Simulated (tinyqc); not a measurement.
Hubbard ring of 5 sites, step by step. Computed by tinyqc, a small Python program that keeps every step. Settings: hopping = 1.92, U = 10.9, mixing = 0.2, iteration cap = 60. Command: `OMP_NUM_THREADS=1 python tinyqc.py 23624 23625 out.jsonl` (the two numbers bound the seeds that draw the settings). One thread of a shared host (Intel(R) Xeon(R) Processor @ 2.60GHz), about 0.2 s of CPU time with the checks.

one-body matrix (hopping and site energies) (eV), lower triangle:
```
           1          2          3          4         5
1   0.000000
2  -1.920000   0.000000
3   0.000000  -1.920000   0.000000
4   0.000000   0.000000  -1.920000   0.000000
5  -1.920000   0.000000   0.000000  -1.920000  0.000000
```

U = 10.900000 eV

electrons, up and down: 3  3

n(up) at the start (a guess, not normalised): 1 0.650000, 2 0.550000, 3 0.650000, 4 0.550000, 5 0.650000

n(down) at the start (a guess): 1 0.550000, 2 0.650000, 3 0.550000, 4 0.650000, 5 0.550000

Each step fills the lowest levels of T + U n(other spin) and sets n(new) = n + mixing (n(out) - n); stop when output and input agree to 1e-8.

Course of the cycle:
```
iteration      E (eV)  largest |n(out) - n(in)|  mean |n_up - n_down|
1          7.07840987                  5.07e-02              0.148999
2          7.04927178                  4.96e-02              0.164923
3          7.01443306                  5.07e-02              0.182488
4          6.97280291                  5.49e-02              0.201671
5          6.92364834                  6.21e-02              0.222415
6          6.86657810                  6.92e-02              0.244606
7          6.80165348                  7.62e-02              0.268059
8          6.72951320                  8.28e-02              0.292507
9          6.65144817                  8.87e-02              0.317610
10         6.56937684                  9.36e-02              0.342965
11         6.48569514                  9.73e-02              0.368137
...               ...                       ...                   ...
50         5.86285928                  1.86e-03              0.617004
51         5.86285048                  1.63e-03              0.617176
52         5.86284376                  1.43e-03              0.617326
53         5.86283863                  1.25e-03              0.617457
54         5.86283472                  1.09e-03              0.617571
55         5.86283173                  9.56e-04              0.617671
56         5.86282945                  8.37e-04              0.617759
57         5.86282771                  7.32e-04              0.617835
58         5.86282638                  6.40e-04              0.617902
59         5.86282536                  5.60e-04              0.617960
60         5.86282459                  4.90e-04              0.618011
```

Can the last value be used, and what does the course show?

Not by the stop rule, although the second column moves by less than 1e-05 over the last three steps. Not converged within 60 iterations: the residual falls steadily but slowly, by a factor of about 0.88 a step. The lowest mean-field energy found from random starts is 5.86282 eV. Reruns (cap 100 unless said): mixing 0.5: converged in 52 (E = 5.86282); mixing 0.9: converged in 26 (E = 5.86282); the original settings with a cap of 400: converged in 141 (E = 5.86282).
